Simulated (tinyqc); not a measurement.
Inside a calculation. Method: CISD on RHF in the sto-3g basis, for H2, spin multiplicity 1. One step of it, computed by the program tinyqc.

Question. CISD: roots. Diagonalise (each vector has its largest component positive (the first on a tie)); all determinants have Ms = 0, so triplets appear too. The lowest singlet root is the correlation energy.

Occupation strings over the orbitals (2 doubly, a alpha, b beta, 0 empty; spin orbitals ordered 1a 1b 2a 2b ...): 20 02

H - E(HF) between determinants (hartree), order 20, 02:
```
[[0.000000, 0.176901],
 [0.176901, 1.789761]]
```

Give: lowest roots of this matrix, relative to E(HF); lowest vectors; <S^2> of these roots; weight of the ground state by excitation level 0, 1, 2, ....

Answer.

lowest roots of this matrix, relative to E(HF) (hartree): [-0.017, 1.807]

lowest vectors, order 20, 02:
```
[[0.995, 0.097],
 [-0.097, 0.995]]
```

<S^2> of these roots: [0.000, 0.000]

weight of the ground state by excitation level 0, 1, 2, ...: [0.991, 0.000, 0.009]

With one virtual orbital singles and doubles already span the full space.
